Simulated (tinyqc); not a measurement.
# Round nanowire with a gate all round, subbands and threshold shift from confinement: what changes with what

Undoped body with a flat potential across it, hard walls, transport along x. One isotropic valley (g = 1, mx = my = mz = me). Non-parabolicity enters the subband edges through E (1 + al E) = gamma, so E = 2 gamma/(1 + sqrt(1 + 4 al gamma)); motion within a subband is taken as parabolic with the band-edge mass. Energies are counted from the bulk band edge.

Inputs (values chosen for the exercise); masses close to those of InAs: temperature T = 300 K; mass at the band edge me = 0.0229 m0; non-parabolicity al = 2.8 1/eV; diameter t = 8.9 nm; widening of the box by penetration into the insulator dl = 0.3 nm; gate capacitance per area of interface Cg = 3 uF/cm^2.

Constants: q = 1.602176634e-19 C, kB = 1.380649e-23 J/K, hbar = 1.054571817e-34 J s, m0 = 9.1093837015e-31 kg, Vt = kB T/q, hbar^2/(2 m0) = 0.0380998212 eV nm^2. Results are converted to the units shown.

Each table varies one quantity; the others keep the values above.

## Confinement against the diameter

gamma = C (2 z/(t + dl))^2 (1/my + 1/mz)/2, z the zeros of the Bessel functions J_l (2.404826, 3.831706, 5.135622, 5.520078, ...), twofold for l > 0; the mean inverse mass is an approximation for anisotropic valleys, C = hbar^2/(2 m0). Each subband has N_k = g sqrt(2 mx m0 kB T/(pi hbar^2)); without degeneracy n = exp(EF/Vt) sum N_k exp(-E_k/Vt). Classical value Nc times pi t^2/4, Nc = sum over valleys of 2 g (m m0 kB T/(2 pi hbar^2))^1.5 with m = (mx my mz)^(1/3). Threshold shift dVT = Vt ln(classical value/sum N_k exp(-E_k/Vt)). With degeneracy n = sum N_k F((EF - E_k)/Vt), F(x) = (1/sqrt(pi)) int_0^infinity u^(-1/2) du/(1 + exp(u - x)); gate: Vg = EF + q n/(Cg P), P = pi t, summed over the 60 lowest subbands at most, with Vg counted from the value that would put EF at the bulk band edge of an empty body. The last two columns are for Vg = 0.6 V; sensitivity d(dVT)/dt by central differences between 0.99 and 1.01 times the value.

Confinement against the diameter:
```
t (nm)  E_1 (meV)  gap to the next edge (meV)  dVT (mV)  sensitivity (mV/nm)  n/P (cm^-2)  share of the lowest subband (%)
3           959.0                       661.4     836.5               -319.0      6.947e5                            100.0
3.8         743.2                       530.1     632.8               -202.8      2.302e9                            100.0
4.8         570.0                       423.4     471.8               -127.7     3.602e11                            100.0
6.1         427.6                       333.9     341.8               -78.03     8.906e11                            99.97
7.7         318.1                       263.0     244.3               -47.35     1.075e12                            89.44
9.8         229.6                       203.3     168.3               -27.43     1.692e12                            49.96
12          171.8                       162.0     120.8               -16.84     2.032e12                            36.32
16          110.6                       114.8     74.01               -7.957     2.680e12                            21.51
20          76.86                       85.99     50.55               -4.267     3.192e12                            14.58
```

As t grows from 3 to 20 nm, E_1 falls from 959 to 76.9 meV and dVT falls from 836 to 50.5 mV. E_1 goes as t^(-1.08) at the thin end (-2 for a parabolic band without penetration); a thickness error of 0.2 nm moves the threshold by 64 mV in the first row and 0.85 mV in the last. The charge per interface area rises from 6.95e5 to 3.19e12 cm^-2. For t = 7.7, 9.8, 12, 16, 20 the charge in the last two columns would bend the potential across the body by some 30 mV or more, which is left out.

## Charge and subband filling against gate voltage

Same model as above.

Each subband has N_k = g sqrt(2 mx m0 kB T/(pi hbar^2)). Cq = q dn/dEF.

Charge and subband filling against gate voltage:
```
Vg (V)  EF - E_1 (eV)  n (cm^-1)  n/P (cm^-2)  share of the lowest subband (%)  Cq/(Cg P)  total C/(Cg P)
0.11          -0.1522       1945      6.955e8                            99.97   0.001434        0.001432
0.23         -0.03514    1.535e5     5.491e10                            99.96    0.09677         0.08823
0.36          0.07357    1.268e6     4.535e11                            99.69     0.1944          0.1628
0.48           0.1753    2.227e6     7.966e11                            91.83     0.2391          0.1929
0.61           0.2654    4.314e6     1.543e12                            58.70     0.5500          0.3548
0.73           0.3473    6.309e6     2.256e12                            45.99     0.4015          0.2865
0.86           0.4344    8.553e6     3.059e12                            37.98     0.6949          0.4100
0.98           0.5007    1.137e7     4.066e12                            30.69     0.8587          0.4620
1.11           0.5725    1.441e7     5.155e12                            25.89     0.7540          0.4299
```

What does the comparison show?

EF passes E_1 = 0.262 eV at Vg = 0.270 V. The share of the lowest subband falls from 100 to 25.9 % and the total capacitance moves up and down between 0.00143 and 0.462 of Cg P. Between the last two rows 55 % of the added gate voltage goes into raising EF. For Vg = 0.61, 0.73, 0.86, 0.98, 1.11 the charge would bend the potential across the body by some 30 mV or more, which is left out.

Range of the model: Non-parabolicity also makes carriers heavier within each subband, which is left out, so densities of states are understated at high energy.

tinyqc, about 0.1 s, one thread, Intel Xeon 2.30GHz (shared host): `OMP_NUM_THREADS=1 python tinyqc.py 2350113 2350114 out.jsonl`
